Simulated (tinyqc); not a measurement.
Tight binding, kagome lattice, step by step. One step of it, computed by the program tinyqc.

Task: Bloch Hamiltonian at k. H_AB = -t1 - t2 exp(-i k.a1), H_AC = -t1 - t2 exp(-i k.a2), H_BC = -t1 - t2 exp(i k.(a1 - a2)), H_CC = delta.

Parameters chosen for this model:
```
parameter      value                unit
t1          1.680000    eV, up triangles
t2          1.680000  eV, down triangles
delta      -0.490000        eV on site C
```

k point k (fractions of the reciprocal vectors): [0.240000, 0.170000]

Give: H(k) at k.

Result:

H(k) at k (eV), order A, B, C:
$$\begin{pmatrix}
0.0000 & -1.7855+1.6767i & -2.4893+1.4722i \\
-1.7855-1.6767i & 0.0000 & -3.2001-0.7153i \\
-2.4893-1.4722i & -3.2001+0.7153i & -0.4900
\end{pmatrix}$$
